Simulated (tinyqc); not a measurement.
Absorption edge of a degenerate semiconductor, band filling against gap narrowing: two steps of the calculation.

n-type, parabolic bands, full ionisation. eta = (EF - Ec)/kB T solves N = Nc F12(eta), F12(x) = (2/sqrt(pi)) int_0^infinity sqrt(u)/(1 + exp(u - x)) du. The gap shrinks rigidly by dEg = a3 y^(1/3) + a4 y^(1/4) + a2 y^(1/2), y = N/1e18 cm^-3, an empirical law that is here taken as the true narrowing.

Values chosen for this exercise; band and dielectric values close to those of indium phosphide:

| symbol | value | unit | meaning |
|---|---|---|---|
| T | 400 | K | temperature |
| Eg | 1.35 | eV | band gap |
| Nc | 8.66e17 | cm^-3 | conduction-band density of states at 400 K, from me |
| me | 0.0795 | m0 | electron mass |
| mh | 0.608 | m0 | hole mass |
| N | 3.5e19 | cm^-3 | ionised donor density |
| a3 | 19 | meV | coefficient of (N/1e18)^(1/3) |
| a4 | 12.8 | meV | coefficient of (N/1e18)^(1/4) |
| a2 | 2.5 | meV | coefficient of (N/1e18)^(1/2) |

Constants: q = 1.602176634e-19 C, kB = 1.380649e-23 J/K, h = 6.62607015e-34 J s, c = 299792458 m/s, Vt = kB T/q. Results are converted to the units shown.

Problem 1. Fermi level. Newton step on ln F12(eta) = ln(N/Nc): eta(new) = eta - ln(Nc F12/N) F12/Fm, Fm(x) = dF12/dx = (1/sqrt(pi)) int_0^infinity u^(-1/2)/(1 + exp(u - x)) du.

eta at the start (Boltzmann value) = 3.6992

Give: F12; Fm; eta after iteration 1.

Solution 1.

F12 = 5.868
Fm = 2.091
eta after iteration 1 = 9.114

Problem 2. The optical edge. Vertical transitions need an empty final state: the edge is taken where the state lies 4 kB T below EF, E_opt = Eg - dEg + (1 + me/mh) max(eta - 4, 0) kB T; wavelength h c/(q E_opt).

converged eta = 14.180077

Wanted: dEg; EF - Ec; filling shift; E_opt; wavelength.

Solution 2.

dEg = 108.1 meV
EF - Ec = 488.8 meV
filling shift = 396.8 meV
E_opt = 1.639 eV
wavelength = 756.6 nm

The edge lies 289 meV above the undoped gap: filling outweighs narrowing.

Range of the model: Band tails, non-parabolic bands and incomplete ionisation are left out.

Computed by the program tinyqc: `OMP_NUM_THREADS=1 python tinyqc.py 2330043 2330044 out.jsonl`, one thread of a shared Intel Xeon 2.30GHz, about 0.01 s for the whole run.
